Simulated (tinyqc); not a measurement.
Worked calculation: standing waves and exposure in a photoresist film. Values are carried at full precision from step to step, so a last printed digit may differ when a step is redone from the rounded ones.

Normal incidence from air. Unexposed resist: N1 = n1 + i k1 with k1 = (A + B) lam/(4 pi), lam in micrometres. r01 = (1 - N1)/(1 + N1), t01 = 2/(1 + N1). Substrate Ns = ns + i ks: r12 = (N1 - Ns)/(N1 + Ns). With p = exp(2 pi i N1 d/lam), the field at depth z is E(z) = t01 [exp(2 pi i N1 z/lam) + r12 p^2 exp(-2 pi i N1 z/lam)]/(1 + r01 r12 p^2), the relative intensity I(z) = n1 |E(z)|^2 and the reflectance R = |(r01 + r12 p^2)/(1 + r01 r12 p^2)|^2.

Values chosen for the exercise (a resist on Si, indices near tabulated ones; the results hold for these values, not for the real material):
- lam = 248 nm (vacuum wavelength)
- n1 = 1.735 (resist index)
- A = 0.03 1/micrometre (bleachable absorption (Dill A))
- B = 1.05 1/micrometre (fixed absorption (Dill B))
- d = 466 nm (resist thickness)
- ns = 1.577 (substrate n)
- ks = 3.559 (substrate k)
- C = 0.02 cm^2/mJ (exposure rate (Dill C))
- D = 60 mJ/cm^2 (incident dose)
- Ld = 20 nm (diffusion length of the post-exposure bake)

## Interface coefficients

Form N1, r01, t01 and r12.

N1 = 1.73500+0.02131i
r01 = -0.2688-0.0057i
t01 = 0.7312-0.0057i
r12 = -0.5105-0.5163i
|r12|^2 = 0.5272

Next to the bottom the intensity swings by a factor ((1 + |r12|)/(1 - |r12|))^2 = 39.7 between antinode and node.

## Round trip and reflectance

Form p^2, the denominator and R; the period of the standing wave is lam/(2 n1).

p^2 = -0.5997-0.0767i
1 + r01 r12 p^2 = 0.9304-0.0953i
R = 0.1346
period = 71.47 nm

The film holds 6.52 periods.

## Intensity and exposure over the lowest period

Nine depths from d - period to d. Without bleaching during the exposure the share of unexposed compound is m = exp(-C D I).

Profile:
```
z (nm)      I      m
394.5   0.351  0.656
403.5   0.071  0.918
412.4   0.336  0.668
421.3   0.990  0.305
430.3   1.646  0.139
439.2   1.920  0.100
448.1   1.647  0.138
457.1   0.988  0.306
466.0   0.325  0.677
```

I runs from 0.071 to 1.920 on these points, so m runs from 0.100 to 0.918; the least exposed point listed lies 62.5 nm above the bottom.

## Smoothing by the bake

Gaussian diffusion of length Ld multiplies a cosine of period L by exp(-2 pi^2 Ld^2/L^2). Give that factor, and the Ld that leaves 10 %.

factor = 0.213
Ld for 10 % = 24.41 nm

## Checks

- R against the transfer-matrix product: both 0.13457.
- Absorption (A + B) d times the mean of I against 1 - R - T: both 0.570.

tinyqc: `OMP_NUM_THREADS=1 python tinyqc.py 1682679 1682680 out.jsonl`; about 0.01 s, one thread, shared Intel(R) Xeon(R) Processor @ 2.30GHz.
